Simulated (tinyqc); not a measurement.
What each parameter does: polytypes by hexagonality, and a cubic inclusion as a quantum well.

Gap: E3 + (E2 - E3) h. Valence top Ev2 h and polarisation P2 h, both counted from 3C; Ec = Ev + gap.

A cubic inclusion of width L = N d in the host (h = 1) is a well of depth V = Ec(host) - Ec(3C). Square well with mass mismatch: k tan(k L/2) = (m_w/m_b) q, k = sqrt(m_w E/c), q = sqrt(m_b (V - E)/c), c = hbar^2/2m0, lowest root. The depth of the level, V - E, is its binding, and the transition to the valence top of the host is gap(host) - (V - E). The step in polarisation gives a field |F| = |P|/(eps eps0) in a thin inclusion, eps0 = 8.8541878e-12 F/m.

Constants: hbar^2/2m0 = 3.80998211 eV angstrom^2.

Parameters, chosen for this exercise (of the order of those of InP; not measured data):

| symbol | value | unit | meaning |
|---|---|---|---|
| E3 | 1.411 | eV | gap of the cubic polytype |
| E2 | 1.481 | eV | gap of 2H |
| Ev2 | 0.048 | eV | valence top of 2H above that of 3C |
| P2 | -0.0024 | C/m^2 | spontaneous polarisation of 2H |
| m | (0.085, 0.074) | m0 | electron mass along c in the cubic layer and in the host |
| d | 3.395 | angstrom | thickness of a double layer |
| eps | 12.5 |  | dielectric constant |
| N | 6 |  | double layers in the cubic inclusion |

Well depth, depth of the level, transition without the field and field.

Results for these values:

| case | V (eV) | depth (eV) | transition (eV) | \|F\| (MV/cm) |
|---|---|---|---|---|
| base | 0.1180 | 0.0218 | 1.4592 | 0.217 |

What happens to each result for N = 7, all else kept?

Answer: V does not change at the printed digits; depth rises from 0.0218 to 0.0275; transition falls from 1.4592 to 1.4535; |F| does not change at the printed digits.

The same for each parameter in turn:

| case | V (eV) | depth (eV) | transition (eV) | \|F\| (MV/cm) |
|---|---|---|---|---|
| base | 0.1180 | 0.0218 | 1.4592 | 0.217 |
| N = 7 | 0.1180 | 0.0275 | 1.4535 | 0.217 |
| Ev2 = 0.078 eV | 0.1480 | 0.0325 | 1.4485 | 0.217 |
| E3 = 1.391 eV | 0.1380 | 0.0288 | 1.4522 | 0.217 |
| E2 = 1.511 eV | 0.1480 | 0.0325 | 1.4785 | 0.217 |
| P2 = -0.0031 C/m^2 | 0.1180 | 0.0218 | 1.4592 | 0.280 |
| eps = 13.5 | 0.1180 | 0.0218 | 1.4592 | 0.201 |
| m = (0.102, 0.074) m0 | 0.1180 | 0.0223 | 1.4587 | 0.217 |

Run: tinyqc, `OMP_NUM_THREADS=1 python tinyqc.py 1850281 1850282 out.jsonl`; Intel(R) Xeon(R) Processor @ 2.30GHz, one thread, shared host; about 0.09 s of CPU time with all checks.
